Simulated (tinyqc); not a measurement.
Trap density from two Hall measurements.

Question. p-type body, charge-sheet picture, full ionisation (an idealisation for deep acceptors), Boltzmann statistics for free electrons. e = Ec - EF at the surface. psi = Eg - Vt ln(Nv/Na) - e; N_dep = sqrt(2 eps0 eps_r Na (psi - Vt)/q); n_f = sqrt(N_dep^2 + 2 eps0 eps_r Vt Nc exp(-e/Vt)/q) - N_dep; Vg = Vfb + psi + q (N_dep + n_t + n_f)/Cox, Cox = eps0 eox/tox. Find e and n_t at both points and the mean trap density between them.

Values chosen for this exercise; band and dielectric values close to those of 4H silicon carbide: temperature T = 300 K; band gap Eg = 3.22 eV; relative permittivity eps_r = 9.69; conduction-band density of states at T Nc = 1.67e19 cm^-3; valence-band density of states at T Nv = 2.48e19 cm^-3; relative permittivity of the insulator eox = 3.9; insulator thickness tox = 73 nm; acceptor density Na = 3e16 cm^-3; flat-band voltage without trapped charge Vfb = -2.48 V.

Constants: q = 1.602176634e-19 C, kB = 1.380649e-23 J/K, Vt = kB T/q, eps0 = 8.8541878128e-14 F/cm where lengths are in cm. Results are converted to the units shown.

Vg (V): 6.0452041  11.217952
free sheet density from the Hall effect (cm^-2): 4.8650907e10  5.9032881e11

Answer. Each n_f fixes e; what the gate voltage holds beyond psi, N_dep and n_f is trapped; the difference quotient is the density, smeared over a few Vt.

e (eV): 0.1000  0.02900
n_t (cm^-2): 6.298e11  1.583e12
mean trap density = 1.342e13 cm^-2 eV^-1

Computed by the program tinyqc: `OMP_NUM_THREADS=1 python tinyqc.py 2222026 2222027 out.jsonl`, one thread of a shared Intel Xeon 2.30GHz, about 0.03 s for the whole run.
